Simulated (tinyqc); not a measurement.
What each parameter does: shallow acceptor in the spherical four-band model.

Units Ry* = Ry/(g1 eps^2) and a* = a0 eps g1; mu = (6 g3 + 4 g2)/(5 g1) is the spherical heavy-light coupling and delta = (g3 - g2)/g1 the cubic term, which is left out.

The ground state 1S3/2 has an L = 0 part f(r) and an L = 2 part g(r). In units of Ry* and a*, with Gaussians f_i = exp(-a_i r^2), g_i = r^2 exp(-a_i r^2), A = a_i + a_j and I(n) = Gamma((n + 1)/2)/(2 A^((n + 1)/2)): S_ff = I(2), S_gg = I(6), H_ff = (6 a_i a_j/A) I(2) - 2 I(1), H_gg = (14 a_i a_j/A) I(6) - 2 I(5), H_fg = -mu [15 I(2) - 20 a_j I(4) + 4 a_j^2 I(6)]; each function is then normalised. The split-off band is left out.

Converged values use 22 exponents 2.2^i, i = -7 to 14, for f and for g.
Constants: Ry = 13.60569312 eV; a0 (Bohr radius) = 0.5291772105 angstrom.

Values chosen for the exercise (near those of a shallow acceptor in Si, where the small spin-orbit splitting and strong warping make this model rough; not measured data):
```
symbol  value  unit  meaning
g1      4.27         Luttinger gamma1
g2      0.34         gamma2
g3      1.43         gamma3
eps     12.2         dielectric constant
```

Converged values.

One parameter was then changed.

Results before and after:
```
case,mu,Ry* (meV),binding (meV),<r> (angstrom)
base,0.466,21.41,26.72,34.2
changed,0.466,18.57,23.17,36.8
```

Which of these changes was made? (a) g2 = 0.29; (b) g3 = 1.32; (c) eps = 13.1; (d) g1 = 4.61.
Answer: (c) eps = 13.1. Of the candidates, run in turn, only this one gives the changed row.

All candidates:
```
case,mu,Ry* (meV),binding (meV),<r> (angstrom)
base,0.466,21.41,26.72,34.2
g1 = 4.61,0.431,19.83,23.89,38.1
g2 = 0.29,0.456,21.41,26.45,34.5
g3 = 1.32,0.435,21.41,25.88,35.2
eps = 13.1,0.466,18.57,23.17,36.8
```

g1 acts twice: it lowers Ry* and it lowers mu.

(tinyqc, `OMP_NUM_THREADS=1 python tinyqc.py 1250293 1250294 out.jsonl`, Intel(R) Xeon(R) Processor @ 2.30GHz, 1 thread, shared host, about 0.07 s.)
